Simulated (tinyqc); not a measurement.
# Fully depleted semiconductor-on-insulator film with two gates, non-linear Poisson equation by Newton steps: what changes with what

One dimension across the film, front interface at x = 0, back interface at x = ts. psi is counted from the intrinsic level, n = ni exp(psi/Vt) (source grounded), holes neglected, acceptors ionised. Gates act through Cox = eps0 eox/tox and Cbox = 3.9 eps0/tb with potentials G1 = Vg - (phiM - chi - Vt ln(Nc/ni)) and G2 = Vb - (phiB - chi - Vt ln(Nc/ni)). Classical Boltzmann densities, no interface charge, no depletion in the back plane.

Inputs (values chosen for the exercise); band and dielectric values close to those of silicon: temperature T = 350 K; band gap Eg = 1.13 eV; relative permittivity eps_r = 11.5; conduction-band density of states at T Nc = 3.57e19 cm^-3; valence-band density of states at T Nv = 3.28e19 cm^-3; electron affinity chi = 4.01 eV; relative permittivity of the gate insulator (close to aluminium oxide) eox = 9.05; insulator thickness tox = 6 nm; film thickness ts = 20 nm; buried-oxide thickness (eps_r 3.9) tb = 100 nm; acceptor density of the film Na = 1.1e16 cm^-3; work function of the front gate phiM = 4.41 eV; work function of the back plane phiB = 5.06 eV; back-gate voltage Vb = 0 V.

Constants: q = 1.602176634e-19 C, kB = 1.380649e-23 J/K, Vt = kB T/q, eps0 = 8.8541878128e-14 F/cm where lengths are in cm. Results are converted to the units shown.

Each table varies one quantity; the others keep the values above.

## Charge against front-gate voltage

ni = sqrt(Nc Nv) exp(-Eg/(2 Vt)), Eg in volts. The Poisson equation eps0 eps_r d2psi/dx2 = q (n + Na), with -eps0 eps_r dpsi/dx = Cox (G1 - psi) at x = 0 and eps0 eps_r dpsi/dx = Cbox (G2 - psi) at x = ts, is solved on 300 equal intervals with half boxes at both ends; N_inv is the trapezoid sum of n. Swing = ln 10/(d ln N_inv/dVg); the last column is (dN_inv/dVb)/(dN_inv/dVg).

Charge against front-gate voltage:
columns A: Vg (V); B: psi front (V); C: psi back (V); D: N_inv (cm^-2); E: centroid/ts; F: swing (mV/decade); G: q dN_inv/dVg over Cox; H: back/front leverage
```
A           B        C        D       E       F        G       H
-0.13  0.0215  -0.0138   5.90e5   0.404    73.0  2.23e-6  0.0512
0.02    0.168    0.123   6.72e7   0.380    72.9  2.55e-4  0.0496
0.17    0.314    0.259   7.39e9   0.355    75.9   0.0269  0.0477
0.32    0.433    0.351  2.43e11   0.289     162    0.413  0.0408
0.47    0.496    0.373  9.62e11   0.203     383    0.693  0.0333
0.62    0.532    0.379  1.91e12   0.152     654    0.807  0.0301
0.77    0.557    0.382  2.96e12   0.121     947    0.862  0.0286
0.92    0.575    0.383  4.06e12   0.101  1.25e3    0.894  0.0277
1.07    0.589    0.384  5.19e12  0.0873  1.57e3    0.915  0.0272
```

Read the table: what changes, and by how much?

N_inv passes 1e11 cm^-2 at Vg = 0.268 V. The swing starts at 73.0 mV a decade, against (1 + k) Vt ln 10 = 71.1 for a front channel with k = Cs Cbox/(Cox (Cs + Cbox)) = 0.0242, Cs = eps0 eps_r/ts; above threshold this column is no longer a subthreshold swing. The centroid falls from 0.404 to 0.0873 of ts and the leverage of the back gate falls from 0.0512 to 0.0272. For Vg = 0.62, 0.77, 0.92, 1.07 the density at an interface exceeds 0.3 Nc, where Boltzmann statistics fail. For Vg = 0.77, 0.92, 1.07 the classical centroid lies within 3 nm of an interface, where confinement, left out, would push it away.

## Threshold and coupling against the film thickness

VT is the Vg for N_inv = 1e11 cm^-2; -dVT/dVb from the linearised equation. Limits with Cs = eps0 eps_r/ts: front channel Cs Cbox/(Cox (Cs + Cbox)), back channel Cbox (Cox + Cs)/(Cox Cs). Swing at N_inv = 1e8 cm^-2.

Results:
```
ts (nm)  VT (V)  centroid/ts at VT  -dVT/dVb  front-channel limit  back-channel limit  swing (mV/decade)
4         0.294              0.458    0.0317               0.0255              0.0394               71.7
7.7       0.280              0.422    0.0360               0.0252              0.0520               72.1
11        0.274              0.393    0.0390               0.0249              0.0632               72.3
15        0.271              0.359    0.0418               0.0246              0.0767               72.6
21        0.268              0.314    0.0445               0.0241              0.0971               73.0
29        0.267              0.263    0.0463               0.0235               0.124               73.3
40        0.267              0.209    0.0467               0.0228               0.162               73.5
```

Estimate the missing row, ts = 5.6 nm.

Computed row:
```
ts (nm)  VT (V)  centroid/ts at VT  -dVT/dVb  front-channel limit  back-channel limit  swing (mV/decade)
5.6       0.286              0.442    0.0337               0.0254              0.0448               71.9
```

With this row back in the table: As ts goes from 4 to 40, VT goes from 0.2938 through a minimum of 0.2672 (at ts = 29 among the rows listed) to 0.2675 V, the centroid falls from 0.458 to 0.209 of ts and -dVT/dVb rises from 0.0317 to 0.0467. The coupling covers 44.7 % of the way from the front-channel to the back-channel limit in the first row and 17.2 % in the last. For ts = 4, 5.6, 7.7 the film is thin enough for confinement to raise VT, which is left out.

Numbers from tinyqc (`OMP_NUM_THREADS=1 python tinyqc.py 2190140 2190141 out.jsonl`; about 0.5 s on one thread of a shared Intel Xeon 2.30GHz).
